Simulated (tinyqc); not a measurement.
A transmission-line measurement read back: specific resistance of a metal-semiconductor contact and its transmission-line measurement. Computed by tinyqc, a small Python program. Command: `OMP_NUM_THREADS=1 python tinyqc.py 3026162 3026163 out.jsonl contact walk`. One thread of a shared host (Intel(R) Xeon(R) Processor @ 2.30GHz), about 0.01 s of CPU time with the checks.

The barrier is parabolic (depletion approximation), energies E are normal energies counted from the band edge in the neutral semiconductor (downwards for holes), and the bias is zero. xi is an input, held fixed when other inputs move.

Inputs (values chosen for the exercise, modelled on n-type germanium):
```
quantity                                           value          unit
tunnelling mass m                                   0.13           m_0
permittivity eps                                      16             -
Richardson constant A*                               144  A/(cm^2 K^2)
barrier height phi_B                                0.59            eV
doping N                                         2.4e+19        1/cm^3
Fermi level above the band edge in the bulk, xi    0.043            eV
temperature T                                        300             K
sheet resistance R_sh                                300           ohm
contact length d                                      13    micrometre
contact width W                                      1.9    micrometre
```

Image-force lowering: included.

Constants: hbar = 1.054571817e-34 J s; eps_0 = 8.8541878128e-12 F/m; m_0 = 9.1093837015e-31 kg; k_B = 8.617333262e-05 eV/K; e = 1.602176634e-19 C.

Method:
- E_00 = (e hbar/2) sqrt(N/(eps eps_0 m)); band bending E_b = phi_B + xi; depletion width w = sqrt(2 eps eps_0 E_b/(e^2 N)). Image lowering d_phi = (e^3 N E_b/(8 pi^2 (eps eps_0)^3))^(1/4) (E_b in volts), and E_b - d_phi replaces E_b everywhere except in w.
- WKB transmission for E < E_b, with a = E/E_b: D = exp{-(E_b/E_00) [sqrt(1 - a) - a ln((1 + sqrt(1 - a))/sqrt(a))]}; D = 1 above.
- At zero bias 1/rho_c = (e A*/k_B^2) int D(E) f(E) dE, f = 1/(1 + exp((E - xi)/k_B T)); 200 Gauss-Legendre points from 0 to E_b, and k_B T ln(1 + exp((xi - E_b)/k_B T)) for the part above the barrier; the share of tunnelling is the part below.
- Transmission-line model: transfer length L_T = sqrt(rho_c/R_sh); R_c = (R_sh L_T/W) coth(d/L_T). Limits: rho_c/(W d) for d << L_T, sqrt(rho_c R_sh)/W for d >> L_T.
- Transmission-line model: transfer length L_T = sqrt(rho_c/R_sh); R_c = (R_sh L_T/W) coth(d/L_T). Two contacts a gap s apart give R = 2 R_c + R_sh s/W. A straight-line fit gives R_sh from the slope and R_c from the intercept; the simple reading takes L_x = R_c W/R_sh as the transfer length and rho_c = R_sh L_x^2.

R_c W = 112.682 ohm micrometre

contact resistance R_c = 59.3064 ohm

specific contact resistance rho_c = 4.23243e-07 ohm cm^2

Resistances:
```
gap s (micrometre)  R (ohm)
0.38                  178.6
0.75                  237.0
1.50                  355.5
3.00                  592.3
6.00                 1066.0
```

L_x = 0.37561 micrometre

rho_c by the simple reading = 4.2324e-07 ohm cm^2

simple reading over true value = 1.00000

What follows from these numbers?

The simple reading is right, since coth(d/L_T) is 1 for so long a contact.
